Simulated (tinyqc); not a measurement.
Nanosheet or nanowire with hard walls, valleys of the Si type: one step. Threshold shift from confinement. Two cases, with inputs chosen for the exercise.

Task: Form N1, W H Nc and dVt.

Hard walls around a W x H rectangle. The block w_c of w in (y, z) confines; the transport mass follows from 1/m_x = w_xx - w_xc w_c^-1 w_cx. The cross-section problem c (w_yy ky^2 + 2 w_yz ky kz + w_zz kz^2), c = hbar^2/2m0, is solved in products sin(n pi y/W) sin(l pi z/H), n, l = 1 to 12; if w_yz = 0 the levels are c pi^2 (w_yy n^2/W^2 + w_zz l^2/H^2). The w_yz term couples (n, l) to (n', l') by -2 c w_yz D_nn'(W) D_ll'(H) with D_nm(L) = 4 n m/(L (n^2 - m^2)) for n + m odd and 0 otherwise.

Without degeneracy the line density is N1 exp((EF - Ec)/kB T) with N1 = sum 2 g sqrt(m_x kB T/(4 pi c)) exp(-E/kB T), here over n, l up to 80 where w_yz = 0 and over all levels of a 12 x 12 sine basis otherwise; the classical value is W H Nc with Nc = 2 g_all (m_dos kB T/(4 pi c))^(3/2), m_dos = (ml mt^2)^(1/3); dVt = kB T ln(W H Nc/N1).

Constants: hbar^2/2m0 = 3.80998211 eV angstrom^2; kB = 8.617333262e-05 eV/K.

Case 1.

Values chosen (near those of Si; not measured data):
- W = 225 angstrom (width, along y)
- H = 68 angstrom (height, along z = [001])
- ml = 0.901 m0 (longitudinal mass)
- mt = 0.187 m0 (transverse mass)
- T = 350 K (temperature)
- g_all = 6 (number of valleys)

Valleys:
```
group  valleys g      w_yy      w_zz    |w_yz|  m_x (m0)
A              2  5.347594  1.109878  0.000000  0.187000
B              4  3.228736  5.347594  0.000000  0.544000
```

Case 2.

Values chosen (near those of Si; not measured data):
- W = 120 angstrom (width, along y)
- H = 46 angstrom (height, along z = [001])
- ml = 0.9 m0 (longitudinal mass)
- mt = 0.189 m0 (transverse mass)
- T = 300 K (temperature)
- g_all = 6 (number of valleys)

Valleys:
```
group  valleys g      w_yy      w_zz    |w_yz|  m_x (m0)
A              2  5.291005  1.111111  0.000000  0.189000
B              2  1.111111  5.291005  0.000000  0.189000
C              2  5.291005  5.291005  0.000000  0.900000
```

Give: N1; W H Nc; dVt.

Result:

Case 1.

N1 = 1.882 1/nm
W H Nc = 5.153 1/nm
dVt = 30.4 mV

Case 2.

N1 = 0.1873 1/nm
W H Nc = 1.490 1/nm
dVt = 53.6 mV

Computed by tinyqc, one run a case: `OMP_NUM_THREADS=1 python tinyqc.py N N+1 out.jsonl` with N = 1250029, 1251574; one thread of a shared Intel(R) Xeon(R) Processor @ 2.30GHz, about 0.06 s a run at most.
